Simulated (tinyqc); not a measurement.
# Capacitances against the relative permittivity between the lines

Endless row of lines of width wl, height tl and space sl between grounded planes at distance hd; e2 fills the gaps beside the lines, e1 the rest. Laplace's equation is solved on meshes of 3, 6 and 12 steps per unit u and extrapolated (Aitken), which is good to about 0.2 %. C_even (all lines at 1 V) is the capacitance Cg to the planes; C_odd (neighbours in antiphase) = Cg + 4 Cc if only nearest neighbours couple, which defines Cc; total with quiet neighbours Cg + 2 Cc. Plate values 2 eps0 e1 wl/hd and eps0 e2 tl/sl.

Parameters, values chosen for the exercise: relative permittivity above and below the lines e1 = 4.2; line width, in units u wl = 4 u; line height tl = 8 u; space between lines sl = 8 u; distance to each plane hd = 8 u.

Constants: eps0 = 8.8541878128e-12 F/m. Results are converted to the units shown.

The same in every row: plate Cg (aF/um) = 37.2.

Results:
```
e2	Cg (aF/um)	Cc (aF/um)	Cg + 2 Cc (aF/um)	C_odd (aF/um)	plate Cc (aF/um)	share of coupling, 2 Cc/(Cg + 2 Cc) (%)
1	90.4	17.1	125	159	8.85	27.4
1.5	92.6	21.3	135	178	13.3	31.5
2	94.4	25.5	145	196	17.7	35.1
2.5	95.9	29.8	155	215	22.1	38.3
3.9	98.9	41.8	183	266	34.5	45.8
5	101	51.4	203	306	44.3	50.5
7	103	68.9	240	378	62.0	57.3
```

Estimate the missing row, e2 = 3.

Computed row:
```
e2	Cg (aF/um)	Cc (aF/um)	Cg + 2 Cc (aF/um)	C_odd (aF/um)	plate Cc (aF/um)	share of coupling, 2 Cc/(Cg + 2 Cc) (%)
3	97.2	34.1	165	233	26.6	41.2
```

With this row back in the table: As e2 goes from 1 to 7, Cg rises from 90.4 to 103 aF/um, Cc rises from 17.1 to 68.9 aF/um and the share of coupling rises from 27.4 to 57.3 %. Cg is 2.43 times its plate value in the first row and 2.76 times in the last; for Cc the ratios are 1.93 and 1.11. Neighbours in antiphase raise the load by a factor of 1.27 and 1.57 over quiet ones.

Numbers from tinyqc (`OMP_NUM_THREADS=1 python tinyqc.py 2790136 2790137 out.jsonl`; about 1 s on one thread of a shared Intel Xeon 2.30GHz).
